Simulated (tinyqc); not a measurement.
Ballistic conductance of a hard-wall strip of a two-dimensional electron gas by counting modes: one step of the calculation.

Subband edges E_n = C (n pi/W)^2/m, n = 1, 2, ...; C = hbar^2/(2 m0). Every mode transmits fully; spin gives the factor 2 in 2 q^2/h, valleys the factor gv.

Task. Subband edges and their occupation. List the edges below Et; each adds its degeneracy times f = 1/(1 + exp((E_n - Ef)/Vt)) to the thermal mode count.

Parameters, values chosen for the exercise: temperature T = 300 K; mass m = 0.023 m0; Fermi energy above the 2D band edge Ef = 0.052 eV; width W = 130 nm; highest subband edge listed Et = 0.155 eV.

Constants: q = 1.602176634e-19 C, kB = 1.380649e-23 J/K, hbar = 1.054571817e-34 J s, m0 = 9.1093837015e-31 kg, Vt = kB T/q, hbar^2/(2 m0) = 0.0380998212 eV nm^2. Results are converted to the units shown.

Find: edge; degeneracy; f.

Result.

```
mode  edge (eV)  degeneracy        f
1       0.00097           1  0.87804
2       0.00387           1  0.86550
3       0.00871           1  0.84220
4       0.01548           1  0.80419
5       0.02419           1  0.74572
6       0.03483           1  0.66023
7       0.04740           1  0.54434
8       0.06191           1  0.40529
9       0.07836           1  0.26510
10      0.09674           1  0.15051
11      0.11706           1  0.07471
12      0.13931           1  0.03302
```

Program tinyqc, `OMP_NUM_THREADS=1 python tinyqc.py 2740040 2740041 out.jsonl`; Intel Xeon 2.30GHz, shared host, one thread, about 0.04 s.
